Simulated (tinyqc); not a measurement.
Joule-heated wire on a substrate, fin equation: two steps of the calculation.

A wire of length L loses heat along itself to two contacts and sideways to the substrate: kap A theta'' - g theta + p = 0 with theta = T - T0 and p = p0. The ends are held at T0. Constant conductivity, diffusive heat flow.

Inputs (values chosen for the exercise): temperature of substrate and contacts T0 = 350 K; conductivity along the wire kap = 58 W/(m K); cross-section A = 260 nm^2; conductance per length to the substrate g = 0.26 W/(m K); length between the contacts L = 730 nm; thermal resistance of each contact Rc = 0 K/uW; heating per length p0 = 0.036 uW/nm.

Task 1. The tridiagonal system. Nodes x_i = i h, h = L/12; box widths w_i = h (h/2 at the ends); c = kap A/h; equation of node i: -c theta_(i-1) + d_i theta_i - c theta_(i+1) = b_i with d_i = 2 c + g w_i, b_i = p(x_i) w_i; theta = 0 at the end nodes.

Give: c; d; b.

Result 1.

c = 0.24789 uW/K
d, node 1 to 11 (uW/K): [0.51160, 0.51160, 0.51160, 0.51160, 0.51160, 0.51160, 0.51160, 0.51160, 0.51160, 0.51160, 0.51160]
b, node 1 to 11 (uW): [2.1900, 2.1900, 2.1900, 2.1900, 2.1900, 2.1900, 2.1900, 2.1900, 2.1900, 2.1900, 2.1900]

Task 2. Temperature rise. Solve -c theta_(i-1) + d_i theta_i - c theta_(i+1) = b_i for nodes 1 to 11, with theta = 0 at nodes 0 and 12.

c = 0.24789041 uW/K
d, node 1 to 11 (uW/K): [0.51159749, 0.51159749, 0.51159749, 0.51159749, 0.51159749, 0.51159749, 0.51159749, 0.51159749, 0.51159749, 0.51159749, 0.51159749]
b, node 1 to 11 (uW): [2.19, 2.19, 2.19, 2.19, 2.19, 2.19, 2.19, 2.19, 2.19, 2.19, 2.19]

Find: theta.

Result 2.

theta, node 0 to 12 (K): [0.00, 27.56, 48.05, 62.77, 72.67, 78.36, 80.22, 78.36, 72.67, 62.77, 48.05, 27.56, 0.00]

tinyqc, about 0.01 s, one thread, Intel Xeon 2.30GHz (shared host): `OMP_NUM_THREADS=1 python tinyqc.py 2520058 2520059 out.jsonl`
